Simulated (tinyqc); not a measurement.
# Adsorption as a lattice gas: isotherms with interactions, competition, desorption peaks and saturation dose, step by step

A worked calculation. Computed by tinyqc, a small Python program that keeps every step. Command: `OMP_NUM_THREADS=1 python tinyqc.py 3008440 3008441 out.jsonl adsorb walk`. One thread of a shared host (Intel(R) Xeon(R) Processor @ 2.30GHz), about 0.2 s of CPU time with the checks. Intermediate numbers are printed to about 5 digits and carried at full precision; extremes and crossings named in words are read from the listed rows.

One adsorbate per site; a molecule needs 1 empty site. Gas and surface have the same temperature.

Inputs (values chosen for the exercise, for a model surface):
```
quantity                                          value    unit
desorption energy E                                1.12      eV
prefactor nu                                    2.7e+14     1/s
pair energy w (positive repels)                  -0.014      eV
neighbours z                                          3       -
site density N_s                                     10  1/nm^2
molecular mass M                                    242       u
sticking coefficient s0                          0.0069       -
temperature T                                       494       K
pressure p                                          140      Pa
blocking by a second gas, K_B p_B                    11       -
heating rate beta                                     3     K/s
aspect ratio a (depth over diameter) of a hole        5       -
```

Adsorption: molecular (first order).

Constants: u = 1.6605390666e-27 kg; k_B = 1.380649e-23 J/K; k_B = 8.617333262e-05 eV/K.

## Flux and the Langmuir coverage

Flux F = p/sqrt(2 pi M k_B T); k_d = nu exp(-E/(k_B T)); s0 F (1 - theta) = N_s k_d theta, so y = s0 F/(N_s k_d), theta = y/(1 + y). With a second gas on the same sites theta = y/(1 + y + K_B p_B).

flux F = 1.0668e+06 1/(nm^2 s)

k_d = 1011.9 1/s

y = 0.72745

Langmuir coverage = 0.42111

coverage with the second gas = 0.057156

## Coverage with interactions

With u = w/(k_B T). Mean field: theta/(1 - theta) = y exp(-z u theta). Quasi-chemical: theta/(1 - theta) = y [(r - 1 + 2 theta)(1 - theta)/((r + 1 - 2 theta) theta)]^(-z/2) exp(-z u/2), r = sqrt(1 - 4 theta (1 - theta)(1 - exp(-u))).

u = -0.32887

coverage, mean field = 0.55776

coverage, quasi-chemical = 0.55637

Attraction raises the coverage from 0.4211. Both theories put half coverage at ln y = z u/2 = -0.493; here ln y = -0.318.

## Isotherms

The formulas are those given above.

Coverage; the first column is ln y - z u/2:
```
ln y - z u/2  no interaction  mean field  quasi-chemical
-5.0                 0.00410     0.00411         0.00412
-3.0                 0.02950     0.03037         0.03052
-2.0                 0.07633     0.08225         0.08315
-1.0                 0.18343     0.21782         0.22101
-0.5                 0.27026     0.34157         0.34474
0.0                  0.37911     0.50000         0.50000
0.5                  0.50167     0.65843         0.65526
1.0                  0.62403     0.78218         0.77899
2.0                  0.81857     0.91775         0.91685
3.0                  0.92461     0.96963         0.96948
5.0                  0.98909     0.99589         0.99588
```

At half coverage the slope d theta/d ln y is 1/4 without interaction, 1/(4 + z u) = 0.332 in mean field and 0.324 in the pair theory, 1/[4 + 2 z (exp(u/2) - 1)]. Attraction steepens the filling towards a step; the two theories differ by at most 0.0032 in these rows.

## Desorption peak without interaction

The peak obeys E/(k_B T_p^2) = (nu/beta) exp(-E/(k_B T_p)) exactly. Redhead's shortcut, with the constant 3.46 (3.64 is also in use), reads E back as k_B T_p [ln(nu' T_p/beta) - 3.46], nu' = nu.

peak temperature T_p = 376.51 K

E by Redhead's shortcut = 1.1226 eV

The shortcut misses by +0.24 %, since 3.46 stands for ln(E/(k_B T_p)) = 3.54. A prefactor wrong by a factor 100 would shift E by 0.149 eV.

## Peak against initial coverage

Heating at the rate beta: d theta/dT = -(nu/beta) theta^1 exp(-[E - z w theta]/(k_B T)). Integrated numerically (relative tolerance 1e-9); T_p is the maximum of the rate.

Peak temperatures (K):
```
theta_0   w = 0  with w
0.1      376.51  377.55
0.3      376.51  379.64
0.5      376.51  381.71
0.7      376.51  383.76
0.9      376.51  385.81
```

Without interaction the peak does not move; with w it moves by +8.3 K.

## Dose to saturate, flat and in a hole

Without desorption or interaction, 99 % coverage needs the time (N_s/(s0 F)) ln 100. For a round hole of aspect ratio a in molecular flow with unit sticking (Gordon), the time is N_s/F x [1 + (19/4) a + (3/2) a^2]. The larger of the two times is a rough guide.

time on a flat surface = 0.0062560 s

time for the hole = 5.8350e-04 s

The surface reaction is the slower step. Caution: with k_d = nu exp(-E/(k_B T)) of these inputs desorption is not negligible over the time on a flat surface, so without interaction 99 % coverage is not reached.

Checks made by the program: quasi-chemical form at low coverage and at the symmetry point (relative difference 2e-08); T_p against the integrated rate equation (relative difference 6e-09).
